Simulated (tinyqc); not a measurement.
Slope factor and drain-induced lowering from three currents.

Inverse problem. With source and body at 0 V, I = A exp((Vg + dd Vd)/(nf Vt)) (1 - exp(-Vd/Vt)). Find nf, the swing nf Vt ln 10 and dd.

Inputs (values chosen for the exercise):
- T = 300 K (temperature)

Constants: q = 1.602176634e-19 C, kB = 1.380649e-23 J/K, Vt = kB T/q. Results are converted to the units shown.

currents at (Vg, Vd) = (0, 0.05), (0, 0.7) and (0.08, 0.7) V (nA/um): [0.046941702, 0.25480519, 2.7046889]

Solution. The pair at equal Vd gives nf; the pair at equal Vg, after dividing out the factors 1 - exp(-Vd/Vt), gives dd.

nf = 1.31
swing = 78.0 mV/decade
dd = 0.0800

Program tinyqc, `OMP_NUM_THREADS=1 python tinyqc.py 2242026 2242027 out.jsonl`; Intel Xeon 2.30GHz, shared host, one thread, about 0.04 s.
